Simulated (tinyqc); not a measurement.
# Worked calculation: ballistic Schottky-barrier transistor with a two-dimensional channel, WKB contacts

tinyqc, about 0.1 s, one thread, Intel Xeon 2.30GHz (shared host): `OMP_NUM_THREADS=1 python tinyqc.py 2390136 2390137 out.jsonl` Printed values are rounded.

Source Fermi level 0, drain Fermi level -Vd. Far from the contacts Ec = pn - psi, and the gate moves psi one to one; the band edges relax as exp(-x/lam) from pn at the source and pn - Vd at the drain; Ev = Ec - Eg. A carrier of energy w inside the channel band meets at a contact a barrier of height D (the contact edge beyond the channel edge): T = 1 for w >= D, else exp(-S), S = 4 lam sqrt(m/C) [sqrt(D - w) - sqrt(w) arctan sqrt((D - w)/w)], C = hbar^2/(2 m0). The two contacts combine as Ts Td/(Ts + Td - Ts Td).

Parameters, values chosen for the exercise; channel values close to those of a tungsten diselenide layer: temperature T = 300 K; band gap Eg = 1.4 eV; barrier for electrons at both contacts pn = 0.71 eV; electron mass mn = 0.34 m0; hole mass mp = 0.39 m0; valleys or subbands g = 2; screening length at the contacts lam = 4.3 nm; drain bias Vd = 0.3 V; band shift psi of the channel by the gate ps = 0.79 V; energy of one carrier inside the channel band w0 = 0.48 eV; upper end of the grid wm = 0.97 eV; points of the grid nE = 15.

Constants: q = 1.602176634e-19 C, kB = 1.380649e-23 J/K, hbar = 1.054571817e-34 J s, h = 6.62607015e-34 J s, m0 = 9.1093837015e-31 kg, Vt = kB T/q, hbar^2/(2 m0) = 0.0380998212 eV nm^2. Results are converted to the units shown.

Range of the model: No scattering, image-force lowering, channel charge or band-to-band tunnelling; parabolic kappa overstates S deep in the gap.

## Band edges and barriers

Electrons: Ds = psi, Dd = psi - Vd, Es = Ec, Ed = Ec + Vd. Holes: Ds = -psi, Dd = Vd - psi, Es = -Ev, Ed = -Ev - Vd. The size of each current is taken; both flow from drain to source and add.

Ec = -0.08 eV
Ev = -1.48 eV
D for electrons (eV): source 0.7900000, drain 0.4900000
D for holes (eV): source -0.7900000, drain -0.4900000

A negative D is no barrier. Here the electrons carry the larger current.

## Transmission of one of the electrons

S and T at both contacts for w = w0, and the tunnelling distance lam ln(D/w) at the higher barrier.

S at the source = 4.509660
S at the drain = 0.03524208
combined T = 0.01099786
tunnelling distance = 2.142461 nm

## Current of the electrons on a coarse grid

I/W = g (2 q^2/h) int T(w) [N(Es + w) - N(Ed + w)] dw with w the energy of motion along the channel, N(y) = (1/2 pi) sqrt(pi m kB T/C) Fm(-y/kB T), Fm(x) = (1/sqrt(pi)) int_0^infinity u^(-1/2)/(1 + exp(u - x)) du. Electrons: Ds = psi, Dd = psi - Vd, Es = Ec, Ed = Ec + Vd. Holes: Ds = -psi, Dd = Vd - psi, Es = -Ev, Ed = -Ev - Vd. The size of each current is taken; both flow from drain to source and add. Simpson's rule on nE equally spaced w from 0 to wm.

```
point     w (eV)            Ts            Td             T  size of the supply difference (1/um)
0      0.0000000  1.466475e-20  2.397292e-16  1.466385e-20                              255.6789
1      0.0692857  3.284015e-12   3.077324e-8  3.283665e-12                              104.5290
2      0.1385714   2.805526e-9   1.452109e-5   2.804984e-9                              13.10782
3      0.2078571   2.987446e-7   8.157209e-4   2.986353e-7                             0.9590324
4      0.2771429   1.060754e-5    0.01440028   1.059984e-5                            0.06605599
5      0.3464286   1.832992e-4     0.1140697   1.830387e-4                           0.004530049
6      0.4157143   0.001865045     0.4701269   0.001861132                           3.105730e-4
7      0.4850000    0.01246199     0.9876680    0.01246005                           2.129196e-5
8      0.5542857    0.05839429             1    0.05839429                           1.459711e-6
9      0.6235714     0.1992039             1     0.1992039                           1.000733e-7
10     0.6928571     0.5009905             1     0.5009905                           6.860714e-9
11     0.7621429     0.9028023             1     0.9028023                          4.703493e-10
12     0.8314286             1             1             1                          3.224570e-11
13     0.9007143             1             1             1                          2.210665e-12
14     0.9700000             1             1             1                          1.515564e-13
```

current = 3.011151e-5 uA/um

A converged quadrature gives 3.012e-5 uA/um; this grid is 0.022 % below that. 0.00213 % of it passes over both barriers, the rest tunnels. The other carrier adds 8.74e-18 uA/um.
